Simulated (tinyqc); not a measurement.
Electron-beam lithography: double-Gaussian proximity function, edge placement and dose correction for parallel lines: one step, computed by the program tinyqc. Command: `OMP_NUM_THREADS=1 python tinyqc.py 3112526 3112527 out.jsonl proximity walk`. One thread of a shared host (Intel(R) Xeon(R) Processor @ 2.30GHz), about 0.01 s of CPU time with the checks.

Lines are infinitely long. Absorbed energy is counted so that the middle of a very large area written at dose 1 receives 1; the resist develops where it exceeds 1/2.

Problem. Interaction matrix. f(r) = [exp(-r^2/alpha^2)/alpha^2 + eta exp(-r^2/beta^2)/beta^2]/(pi (1 + eta)). A line from a to b at dose d gives E(x) = d [S(alpha) + eta S(beta)]/(1 + eta), S(s) = [erf((b - x)/s) - erf((a - x)/s)]/2. M_ij is the mean of E at the two edges of line i from line j at dose 1.

Inputs (values chosen for the exercise, of the order of those for 10 keV electrons in resist on silicon): forward range alpha = 0.023 micrometre; backscatter range beta = 1.2 micrometre; backscatter ratio eta = 0.46.

Lines (micrometre):
```
line  left edge  right edge  centre
1         0.000       0.170  0.0850
2         0.310       2.010  1.1600
3         2.097       2.140  2.1185
4         2.560       2.609  2.5845
```

Give: M.

Solution.

M, rows 1, 2, 3, 4:
```
[[0.3675, 0.1210, 0.0004, 0.0001],
 [0.0131, 0.4929, 0.0035, 0.0030],
 [0.0014, 0.1363, 0.3460, 0.0062],
 [0.0003, 0.0774, 0.0055, 0.3488]]
```
